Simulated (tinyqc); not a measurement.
Worked calculation: Pariser-Parr-Pople SCF with singles CI, for the molecule [CH2+]c1ccccn1 (SMILES; centres numbered as the heavy atoms are written). Computed by tinyqc, a small Python program that keeps every step. Settings: charge = 1, gamma = MN, start = core, damping = 0, iteration cap = 54, excitations kept = 6. Command: `OMP_NUM_THREADS=1 python tinyqc.py 23279 23280 out.jsonl` (the two numbers bound the seeds that draw the settings). One thread of a shared host (Intel(R) Xeon(R) Processor @ 2.60GHz), about 0.01 s of CPU time with the checks. Later iterations appear only in the table of the cycle.

## PPP integrals

Centres (angstrom, eV; a flat drawing with bonds scaled to 1.40 angstrom):

| centre | x | y | core charge z | W | gamma_rr |
|---|---|---|---|---|---|
| 1C | 2.400000 | 0.000000 | 1 | 11.160000 | 11.130000 |
| 2C | 1.000000 | 0.000000 | 1 | 11.160000 | 11.130000 |
| 3C | 0.300000 | 1.212000 | 1 | 11.160000 | 11.130000 |
| 4C | -1.100000 | 1.212000 | 1 | 11.160000 | 11.130000 |
| 5C | -1.800000 | 0.000000 | 1 | 11.160000 | 11.130000 |
| 6C | -1.100000 | -1.212000 | 1 | 11.160000 | 11.130000 |
| 7N | 0.300000 | -1.212000 | 1 | 14.100000 | 12.300000 |

Resonance integrals (eV):

| i | j | beta |
|---|---|---|
| 1 | 2 | -2.350000 |
| 2 | 3 | -2.350000 |
| 3 | 4 | -2.350000 |
| 4 | 5 | -2.350000 |
| 5 | 6 | -2.350000 |
| 6 | 7 | -2.470000 |
| 7 | 2 | -2.470000 |

Mataga-Nishimoto: gamma = 14.399645/(R + a), a = 2 x 14.399645/(gamma_rr + gamma_ss); H_rr = -W_r - sum_(s != r) z_s gamma_rs; H_rs = beta for bonds.

repulsion gamma_rs (eV):
```
           1C         2C         3C         4C         5C         6C         7N
1C  11.130000   5.345539   3.872515   2.881267   2.621087   2.881267   3.940988
2C   5.345539  11.130000   5.346287   3.872515   3.517455   3.872515   5.477679
3C   3.872515   5.346287  11.130000   5.345539   3.872515   3.518103   3.941692
4C   2.881267   3.872515   5.345539  11.130000   5.346287   3.873196   3.574524
5C   2.621087   3.517455   3.872515   5.346287  11.130000   5.346287   3.940988
6C   2.881267   3.872515   3.518103   3.873196   5.346287  11.130000   5.476893
7N   3.940988   5.477679   3.941692   3.574524   3.940988   5.476893  12.300000
```

core matrix H (eV):
```
            1C          2C          3C          4C          5C          6C          7N
1C  -32.702663   -2.350000    0.000000    0.000000    0.000000    0.000000    0.000000
2C   -2.350000  -38.591990   -2.350000    0.000000    0.000000    0.000000   -2.470000
3C    0.000000   -2.350000  -37.056652   -2.350000    0.000000    0.000000    0.000000
4C    0.000000    0.000000   -2.350000  -36.053328   -2.350000    0.000000    0.000000
5C    0.000000    0.000000    0.000000   -2.350000  -35.804619   -2.350000    0.000000
6C    0.000000    0.000000    0.000000    0.000000   -2.350000  -36.128261   -2.470000
7N    0.000000   -2.470000    0.000000    0.000000    0.000000   -2.470000  -40.452764
```

## Starting guess

pi electrons, sum of z_r less the charge = 6

Orbitals of the core matrix H.

P at the start:
```
           1C         2C         3C         4C         5C         6C         7N
1C   0.102386   0.346331   0.186915  -0.021160  -0.137370  -0.124515   0.067708
2C   0.346331   1.228406   0.671480   0.019375  -0.327001  -0.247711   0.456438
3C   0.186915   0.671480   0.879596   0.609554   0.220184  -0.140196  -0.244925
4C  -0.021160   0.019375   0.609554   0.820159   0.679050   0.265849  -0.251979
5C  -0.137370  -0.327001   0.220184   0.679050   0.793957   0.562877   0.072984
6C  -0.124515  -0.247711  -0.140196   0.265849   0.562877   0.682338   0.644256
7N   0.067708   0.456438  -0.244925  -0.251979   0.072984   0.644256   1.493160
```

## Iteration 1: Fock matrix

F_rr = H_rr + P_rr gamma_rr / 2 + sum_(s != r) P_ss gamma_rs; F_rs = H_rs - P_rs gamma_rs / 2; E = tr P (H + F) / 2 + core repulsion sum_(r<s) z_r z_s gamma_rs.

F (eV):
```
           1C         2C         3C         4C         5C         6C          7N
1C  -9.865500  -3.275663  -0.361915   0.030484   0.180029   0.179381   -0.133418
2C  -3.275663  -9.715837  -4.144962  -0.037515   0.575105   0.479631   -3.720109
3C  -0.361915  -4.144962  -9.452891  -3.979198  -0.426333   0.246612    0.482710
4C   0.030484  -0.037515  -3.979198  -9.510328  -4.165197  -0.514842    0.450352
5C   0.180029   0.575105  -0.426333  -4.165197  -9.473478  -3.854650   -0.143814
6C   0.179381   0.479631   0.246612  -0.514842  -3.854650  -8.585292   -4.234260
7N  -0.133418  -3.720109   0.482710   0.450352  -0.143814  -4.234260  -10.872682
```

pi energy = -80.840533 eV

## Iteration 1: orbitals and new P

Diagonalise F (the basis is taken as orthonormal) and form P = 2 sum c c over the lowest orbitals.

orbital energies (eV): -17.563609  -15.012900  -14.261626  -9.254536  -5.046352  -4.522636  -1.814348

P after iteration 1:
```
           1C         2C         3C         4C         5C         6C         7N
1C   0.390084   0.602918   0.343294  -0.051531  -0.273172  -0.175737   0.196161
2C   0.602918   0.992447   0.566391   0.017775  -0.252809  -0.070043   0.496487
3C   0.343294   0.566391   0.850160   0.644075   0.174307  -0.228319  -0.203845
4C  -0.051531   0.017775   0.644075   0.921233   0.685849   0.116258  -0.303459
5C  -0.273172  -0.252809   0.174307   0.685849   0.852981   0.571766   0.110284
6C  -0.175737  -0.070043  -0.228319   0.116258   0.571766   0.820570   0.734475
7N   0.196161   0.496487  -0.203845  -0.303459   0.110284   0.734475   1.172526
```

## Iteration 2: Fock matrix

As before.

F (eV):
```
            1C          2C         3C         4C         5C         6C          7N
1C  -10.059180   -3.961461  -0.664705   0.074237   0.358004   0.253172   -0.386533
2C   -3.961461  -10.270417  -3.864046  -0.034417   0.444622   0.135622   -3.829797
3C   -0.664705   -3.864046  -9.772747  -4.071464  -0.337503   0.401626    0.401747
4C    0.074237   -0.034417  -4.071464  -9.485173  -4.183372  -0.225145    0.542361
5C    0.358004    0.444622  -0.337503  -4.183372  -9.319105  -3.878412   -0.217314
6C    0.253172    0.135622   0.401626  -0.225145  -3.878412  -9.053444   -4.481321
7N   -0.386533   -3.829797   0.401747   0.542361  -0.217314  -4.481321  -11.768310
```

pi energy = -82.757400 eV

## Iteration 2: orbitals and new P

As before.

orbital energies (eV): -18.355655  -15.319316  -15.032351  -9.001849  -5.238059  -4.627082  -2.154065

P after iteration 2:
```
           1C         2C         3C         4C         5C         6C         7N
1C   0.503840   0.668614   0.358110  -0.066408  -0.304584  -0.206873   0.196368
2C   0.668614   0.962524   0.518226   0.016848  -0.221024  -0.051167   0.480874
3C   0.358110   0.518226   0.822359   0.659503   0.208510  -0.215498  -0.216294
4C  -0.066408   0.016848   0.659503   0.925076   0.677002   0.105415  -0.292069
5C  -0.304584  -0.221024   0.208510   0.677002   0.818872   0.553129   0.133450
6C  -0.206873  -0.051167  -0.215498   0.105415   0.553129   0.818722   0.747141
7N   0.196368   0.480874  -0.216294  -0.292069   0.133450   0.747141   1.148607
```

## Convergence

Stop when output and input P, before any damping, agree to 1e-7.

Course of the cycle:

| iteration | E (eV) | largest \|P(out) - P(in)\| |
|---|---|---|
| 1 | -80.84053298 | 3.21e-01 |
| 2 | -82.75739970 | 1.14e-01 |
| 3 | -82.85032771 | 1.86e-02 |
| 4 | -82.85455117 | 3.32e-03 |
| 5 | -82.85498148 | 1.13e-03 |
| 6 | -82.85504580 | 4.71e-04 |
| 7 | -82.85505661 | 2.05e-04 |
| 8 | -82.85505858 | 1.00e-04 |
| 9 | -82.85505896 | 4.95e-05 |
| 10 | -82.85505904 | 2.46e-05 |
| 11 | -82.85505906 | 1.23e-05 |
| 12 | -82.85505907 | 6.24e-06 |
| 13 | -82.85505907 | 3.17e-06 |
| 14 | -82.85505907 | 1.63e-06 |
| 15 | -82.85505907 | 8.39e-07 |
| 16 | -82.85505907 | 4.39e-07 |
| 17 | -82.85505907 | 2.37e-07 |
| 18 | -82.85505907 | 1.27e-07 |
| 19 | -82.85505907 | 6.85e-08 |

Converged in 19 iterations.

## Converged orbitals

Charges are z - P_rr.

orbital energies (eV): -18.460124  -15.455935  -15.203864  -8.809192  -5.413167  -4.685991  -2.336728

coefficients:
```
         MO1        MO2        MO3        MO4        MO5        MO6        MO7
1C  0.272759  -0.327083  -0.286540   0.727353   0.083279  -0.406792  -0.187236
2C  0.516633  -0.367248  -0.281691  -0.030739  -0.084267   0.568570   0.433072
3C  0.345985   0.187299  -0.501735  -0.421790  -0.452809  -0.229075  -0.397564
4C  0.267871   0.564981  -0.271498  -0.049004   0.548274  -0.248810   0.412818
5C  0.271335   0.548979   0.171835   0.402460  -0.037338   0.517825  -0.404922
6C  0.347656   0.164626   0.513649   0.122690  -0.537542  -0.340532   0.410161
7N  0.522250  -0.274558   0.468758  -0.335675   0.435864  -0.112967  -0.341647
```

pi charges: 1C 0.473028, 2C 0.037739, 3C 0.186951, 4C 0.070661, 5C 0.190945, 6C 0.176397, 7N -0.135721

## Singles CI, singlets

Over the 6 single excitations with the smallest orbital gaps: A = (e_a - e_i) delta + 2 (ia|jb) - (ij|ab), with (pq|rs) = sum c_mp c_mq gamma_mn c_nr c_ns. f = 2/3 w |mu|^2 in atomic units, mu = sqrt2 sum c_ia sum_m c_mi c_ma R_m.

singlet CI matrix (eV):
```
           3>4        2>4        1>4        3>5        2>5        3>6
3>4   3.498238   0.422828  -0.066944  -0.086228   0.471265   0.064731
2>4   0.422828   3.992830   0.132461  -0.427224  -0.029179  -0.237959
1>4  -0.066944   0.132461   6.196455  -0.317281   0.122402   0.076582
3>5  -0.086228  -0.427224  -0.317281   6.691455  -0.217541   0.142510
2>5   0.471265  -0.029179   0.122402  -0.217541   6.602448   0.528887
3>6   0.064731  -0.237959   0.076582   0.142510   0.528887   6.903228
```

singlet excitation energies (eV): 3.187275  4.141870  5.999201  6.185078  7.012257  7.358974

oscillator strengths: 0.085007  0.761937  0.084778  0.178819  0.709494  0.720376

## Singles CI, triplets

Over the 6 single excitations with the smallest orbital gaps: A = (e_a - e_i) delta - (ij|ab), with (pq|rs) = sum c_mp c_mq gamma_mn c_nr c_ns.

triplet CI matrix (eV):
```
           3>4        2>4        1>4        3>5        2>5        3>6
3>4   1.579406  -0.258863   0.408475   0.121340   0.003637  -0.196463
2>4  -0.258863   1.954052   0.538138   0.003637   0.079543   0.289332
1>4   0.408475   0.538138   4.727924   0.796443  -0.105613  -0.265997
3>5   0.121340   0.003637   0.796443   4.183382   0.502397  -0.277475
2>5   0.003637   0.079543  -0.105613   0.502397   4.817397  -0.143067
3>6  -0.196463   0.289332  -0.265997  -0.277475  -0.143067   5.538618
```

triplet excitation energies (eV): 1.331881  2.009115  3.501335  4.909333  5.135042  5.914074
